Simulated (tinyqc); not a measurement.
Adsorption as a lattice gas: isotherms with interactions, competition, desorption peaks and saturation dose: one step, computed by the program tinyqc.

One adsorbate per site; a molecule needs 1 empty site. Gas and surface have the same temperature.

Question. Coverage with interactions. With u = w/(k_B T). Mean field: theta/(1 - theta) = y exp(-z u theta). Quasi-chemical: theta/(1 - theta) = y [(r - 1 + 2 theta)(1 - theta)/((r + 1 - 2 theta) theta)]^(-z/2) exp(-z u/2), r = sqrt(1 - 4 theta (1 - theta)(1 - exp(-u))).

Inputs (values chosen for the exercise, for a model surface): pair energy w (positive repels) = 0.011 eV; neighbours z = 6; temperature T = 558 K.

Adsorption: molecular (first order).

y = 0.7738256

Constants: k_B = 8.617333262e-05 eV/K.

Give: u; coverage, mean field; coverage, quasi-chemical.

Answer.

u = 0.2288

coverage, mean field = 0.3298

coverage, quasi-chemical = 0.3318
